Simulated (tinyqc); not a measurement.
# Worked calculation: read current of a NAND string, cells in series solved by shooting

Program tinyqc, `OMP_NUM_THREADS=1 python tinyqc.py 2142267 2142268 out.jsonl`; Intel Xeon 2.30GHz, shared host, one thread, about 0.4 s. Printed values are rounded.

Cells in series, numbered from 0 at the source line (0 V) to the bit line, each followed by a gap resistance Rg. A cell with gate Vg, threshold VT, source Vs and drain Vd passes I = 2 nf K Vt^2 [F(Vs) - F(Vd)]/(1 + th max(Vg - VT, 0)), F(V) = ln^2(1 + exp((Vg - VT - nf V)/(2 nf Vt))). The selected cell has Vg = Vr, the others Vg = Vp.

Parameters, values chosen for the exercise; values of the order met in vertical NAND strings:
```
symbol,value,unit,meaning
T,358,K,temperature
K,8.3,uA/V^2,gain factor of a cell
nf,2.5,,slope factor
th,0.08,1/V,mobility reduction factor
Rg,2,kohm,resistance of the gap between cells
Vbl,0.7,V,bit-line voltage
Vp,6.7,V,pass voltage
Vr,2.3,V,read voltage on the selected word line
```

Constants: q = 1.602176634e-19 C, kB = 1.380649e-23 J/K, Vt = kB T/q. Results are converted to the units shown.

## Step 1: node voltages for a trial current

first trial current = 1.2 uA
thresholds from the source end, cell 0 to 3 (V): [-1.4, -1.4, 0.7, 4.2]

For a trial current I start at 0 V and, cell by cell (the selected one is cell 2), solve for the drain: sqrt(F(Vd)) = sqrt(F(Vs) - I/k), k = 2 nf K Vt^2/(1 + th max(Vg - VT, 0)), Vd = [Vg - VT - 2 nf Vt ln(exp(sqrt F) - 1)]/nf, then add I Rg.

node voltage after each cell and gap, trial 1, cell 0 to 3 (V): [0.0319502, 0.0641974, 0.194015, 0.287686]

## Step 2: node voltages for a trial current

second trial current = 1.9 uA

As before.

node voltage after each cell and gap, trial 2, cell 0 to 3 (V): [0.0507141, 0.102185, 0.356842, 0.563513]

## Course of the secant iteration

Secant steps on the end voltage less Vbl, from the two trials; a trial above the saturation current of a cell has no solution and is moved halfway to the previous trial. Stop below 1e-9 V.

Course of the iteration:

| iteration | I (uA) | end voltage - Vbl (V) | halvings |
|---|---|---|---|
| 1 | 2.07319 | -0.0179 | 1 |
| 2 | 2.09933 | 5.66e-3 | 0 |
| 3 | 2.09305 | -2.19e-4 | 0 |
| 4 | 2.09329 | -2.67e-6 | 0 |
| 5 | 2.09329 | 1.26e-9 | 0 |
| 6 | 2.09329 | -5.77e-15 | 0 |

Converged in 6 iterations to I = 2.0933 uA. The selected cell takes 43.5 % of the bit-line voltage and the gaps together 2.39 %.
